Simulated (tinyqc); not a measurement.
# CMOS latch-up, two-transistor model: effect of the temperature

A parasitic pnp (emitter at Vdd, base shunted by Rw) and npn (emitter at ground, base shunted by Rs) feed each other: the npn collector current flows out of the pnp base node, the pnp collector current into the npn base node. Forward-active transistors with constant gains: Icn = Isn exp(Vn/Vt), Icp = Isp (exp(Vp/Vt) - 1). A current Ii is injected into the npn base node.

Isn, Isp and Von are given at 273 K; the currents scale as T^3 exp(-1.12 V/Vt), Von falls by 1.5 mV/K, gains and resistances are fixed. Node equations: Vp/Rw + Icp/bp = Icn and Vn/Rs + Icn/bn = Icp + Ii. Loop gain G = gn gp/[(1/Rw + gp/bp)(1/Rs + gn/bn)], gn = Icn/Vt, gp = (Icp + Isp)/Vt; the off state ends where G = 1, and Ii there is the trigger current. On state with both base-emitter voltages at Von: npn base current Ib = (Von/Rs + bp Von/Rw)/(bn bp - 1), holding current Ih = (bn + 1) Ib + Von/Rs, holding voltage Vh = Vsat + Von + R2 (Ib + Von/Rs).

Inputs (values chosen for the exercise); values close to those of bulk CMOS:

| symbol | value | unit | meaning |
|---|---|---|---|
| bn | 20.7 |  | current gain of the npn |
| bp | 3.7 |  | current gain of the pnp |
| Isn | 7.4e-18 | A | saturation current of the npn at the reference temperature |
| Isp | 1.3e-17 | A | saturation current of the pnp at the reference temperature |
| Rs | 1000 | ohm | substrate resistance shunting the npn |
| Rw | 2500 | ohm | well resistance shunting the pnp |
| R2 | 120 | ohm | resistance from the pnp collector to the npn base |
| Von | 0.79 | V | base-emitter voltage in the on state |
| Vsat | 0.19 | V | saturation voltage |
| Vdd | 1.2 | V | supply voltage |

Constants: q = 1.602176634e-19 C, kB = 1.380649e-23 J/K, Vt = kB T/q. Results are converted to the units shown.

Result of one run:
```
T (K)  Vn at trigger (V)  trigger current (mA)  Ih (mA)  Vh (V)
353               0.5856                0.5913    1.147  0.9430
```

What becomes of these results when the temperature T is changed from 353 to 413 K, all else the same?

Result of the changed run:
```
T (K)  Vn at trigger (V)  trigger current (mA)  Ih (mA)  Vh (V)
413               0.4677                0.4693   0.9929  0.8419
```

The whole series:
```
T (K)  Vn at trigger (V)  trigger current (mA)  Ih (mA)  Vh (V)
233               0.8007                0.8128    1.455   1.145
263               0.7493                0.7600    1.378   1.095
293               0.6963                0.7055    1.301   1.044
323               0.6418                0.6493    1.224  0.9936
353               0.5856                0.5913    1.147  0.9430
383               0.5276                0.5314    1.070  0.8925
413               0.4677                0.4693   0.9929  0.8419
443               0.4057                0.4045   0.9159  0.7913
```

As T goes from 233 to 443 K, the trigger current falls from 0.813 to 0.405 mA, Ih falls from 1.46 to 0.916 mA and Vh falls from 1.15 to 0.791 V. Vh exceeds the supply Vdd = 1.2 V, which then cannot sustain a latched state, in 0 of the 8 rows.

Numbers from tinyqc (`OMP_NUM_THREADS=1 python tinyqc.py 2670133 2670134 out.jsonl`; about 0.07 s on one thread of a shared Intel Xeon 2.30GHz).
